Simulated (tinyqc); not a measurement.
Three-phonon processes in a diatomic chain: dispersion, energy and momentum conservation, and decay channels of optical phonons: one step, computed by the program tinyqc.

Cell length a, two atoms, one spring constant. x = q a/pi runs from -1 to 1; A and O are the acoustic and optical branches. Matrix elements are not computed: only conservation laws and occupation factors are followed.

Problem. Dispersion. omega^2 = k (1/m + 1/M) -/+ k sqrt((1/m + 1/M)^2 - 4 sin^2(pi x/2)/(m M)); nu = 15.6333042 THz x sqrt(omega^2) for eV/(angstrom^2 u).

Inputs (values chosen for the exercise, for a model chain): light mass m = 27 u; heavy mass M = 40.2 u; spring constant k = 4.6 eV/angstrom^2.

Constants: nu for 1 eV/(angstrom^2 u) = 15.6333042 THz.

Give: the table «Branches» with the columns nu_A (THz), nu_O (THz), for x = 0.10, 0.20, 0.35, 0.50, 0.65, 0.80, 0.90, 1.00.

Solution.

Branches:
```
x     nu_A (THz)  nu_O (THz)
0.10       0.908       11.76
0.20       1.809       11.66
0.35       3.135       11.37
0.50       4.410       10.94
0.65       5.605       10.38
0.80       6.669        9.73
0.90       7.229        9.32
1.00       7.479        9.13
```
